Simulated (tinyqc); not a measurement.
Stretching all distances: RHF, UHF, MP2, CISD and CCSD against full CI in the 6-31g basis, for H3+, spin multiplicity 1. Computed by the program tinyqc with PySCF. 

Geometry (angstrom):
```
atom       x       y        z
H     0.0000  0.0000   0.0000
H     0.0000  0.0000   0.8160
H     0.0000  0.7960  -0.1790
```

All coordinates are multiplied by the scale. c0^2 is the weight of the RHF determinant in the lowest singlet FCI state (UHF is spin-contaminated and may lie near states of higher spin) and n(LUMO) the first natural occupation beyond the occupied space.

Full CI energy (hartree) and errors against it (kcal/mol):
```
scale   distance 1-2 (angstrom)     E(FCI)      RHF      UHF      MP2    CISD    CCSD  <S^2> UHF    c0^2  n(LUMO)
0.8600                   0.7018  -1.265783  18.6155  18.6155   4.9413  0.0000  0.0000     0.0000  0.9849   0.0221
1.1700                   0.9547  -1.259200  22.0730  22.0730   6.3801  0.0000  0.0000     0.0000  0.9726   0.0400
1.4800                   1.2077  -1.209486  25.2366  25.2342   7.8514  0.0000  0.0000     0.0103  0.9548   0.0652
1.7900                   1.4606  -1.159477  29.6301  23.8714   9.7646  0.0000  0.0000     0.4495  0.9284   0.1013
2.1000                   1.7136  -1.116624  35.8337  18.8479  12.1240  0.0000  0.0000     0.6924  0.8906   0.1505
2.4100                   1.9666  -1.082394  43.6928  14.0646  14.5025  0.0000  0.0000     0.8287  0.8426   0.2106
2.7200                   2.2195  -1.056493  52.6166  10.5063  16.1111  0.0000  0.0000     0.9055  0.7907   0.2739
```

UHF parts from RHF first at scale 1.48 of those listed, where <S^2> leaves zero. The weight c0^2 goes from 0.98 to 0.79 and n(LUMO) from 0.02 to 0.27: static correlation grows as the bonds break into open-shell fragments. The spread of the error along the curve, which distorts its shape, is CISD 0.0, CCSD 0.0, MP2 11.2, UHF 14.7, RHF 34.0 kcal/mol. With two electrons CISD and CCSD are exact.
